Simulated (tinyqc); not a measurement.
## Trench capacitor in an array: capacitance, non-linearity, leakage and relaxation: charge lost after writing

A film between two metal electrodes, each interface adding a series capacitance ci. The small-signal permittivity is ek (1 + aq E^2); the field is found with the linear permittivity. Leakage J = J0 sinh(E/Ef). After a voltage step the film passes a relaxation current kr C V tt^(-nr), tt being the time in seconds. The sidewall is a coaxial capacitor with radii a = dm/2 - t and b = dm/2, depth AR dm; the end face is left out.

Planar film: Cf = eps0 ek/t, 1/C = 1/Cf + 2/ci, EOT = 3.9 eps0/C, effective permittivity C t/eps0, E = (V/t) C/Cf. A capacitor written for t0 and then left open loses, as a share of C V, kr (tt^(1 - nr) - t0^(1 - nr))/(1 - nr) by relaxation and J tt/(C V) by leakage; both are taken as small, and rows far outside that range are left out.

Inputs (values chosen for the exercise); permittivity of the order of that of tantalum oxide:

| symbol | value | unit | meaning |
|---|---|---|---|
| ek | 27.4 |  | relative permittivity of the film |
| t | 17 | nm | film thickness |
| ci | 190 | uF/cm^2 | capacitance of each electrode interface (dead layer and screening) |
| aq | 0.008 | cm^2/MV^2 | quadratic field coefficient of the permittivity |
| V | 1.1 | V | bias |
| nr | 0.921 |  | exponent of the relaxation current |
| kr | 0.00075 |  | strength of the relaxation |
| J0 | 6.1e-11 | A/cm^2 | leakage prefactor |
| Ef | 0.16 | MV/cm | field for an e-fold rise of the leakage |
| t0 | 1e-8 | s | duration of the write pulse |

Constants: eps0 = 8.8541878128e-14 F/cm where lengths are in cm. Results are converted to the units shown.

The same in every row: leakage current (nA/cm^2) = 1.6387.

Results:
```
tt (s)  relaxation current (nA/cm^2)  loss by relaxation (%)  loss by leakage (%)  total loss (%)
1e-6                        3.8943e5                0.097207            1.0596e-7        0.097208
1e-5                           46712                 0.16080            1.0596e-6         0.16080
0.0001                        5603.1                 0.23707            1.0596e-5         0.23708
0.001                         672.09                 0.32856            1.0596e-4         0.32867
0.01                          80.617                 0.43830            0.0010596         0.43936
1                             1.1599                 0.72784              0.10596         0.83379
10                           0.13913                 0.91723               1.0596          1.9768
```

Estimate the missing row, tt = 0.1 s.

Computed row:
```
tt (s)  relaxation current (nA/cm^2)  loss by relaxation (%)  loss by leakage (%)  total loss (%)
0.1                           9.6701                 0.56994             0.010596         0.58053
```

With this row back in the table: The two currents are equal at tt = 0.687 s. The loss by relaxation grows from 0.0972 to 0.917 %, by 0.0636 points over the first decade and 0.189 over the last, while the loss by leakage grows tenfold a decade. Leakage is the larger loss for tt = 10 s.

Program tinyqc, `OMP_NUM_THREADS=1 python tinyqc.py 2102144 2102145 out.jsonl`; Intel Xeon 2.30GHz, shared host, one thread, about 0.01 s.
